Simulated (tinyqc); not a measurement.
Capillary instabilities by surface diffusion: grooving and agglomeration of films, edge retraction, wire break-up and smoothing of roughness: one step, computed by the program tinyqc.

Isotropic surface energy; shapes change by surface diffusion alone.

Question. The Mullins constant. B = D_s nu gamma_s Omega^2/(k_B T), D_s = D0 exp(-Q/(k_B T)).

Inputs (values chosen for the exercise, for a model film):

| quantity | value | unit |
|---|---|---|
| surface energy gamma_s | 3.05 | J/m^2 |
| atomic volume Omega | 13.6 | angstrom^3 |
| surface sites nu | 16 | 1/nm^2 |
| prefactor D0 | 0.00026 | m^2/s |
| activation energy Q | 1.72 | eV |
| temperature T | 753 | K |
| time t | 56 | s |

Constants: k_B = 8.617333262e-05 eV/K; k_B = 1.380649e-23 J/K.

Give: D_s; B; length (B t)^(1/4).

Answer.

D_s = 8.001e-16 m^2/s

B = 694.6 nm^4/s

length (B t)^(1/4) = 14.04 nm

Lengths grow as t^(1/4): doubling one takes 16 times as long, or roughly 92 K more.
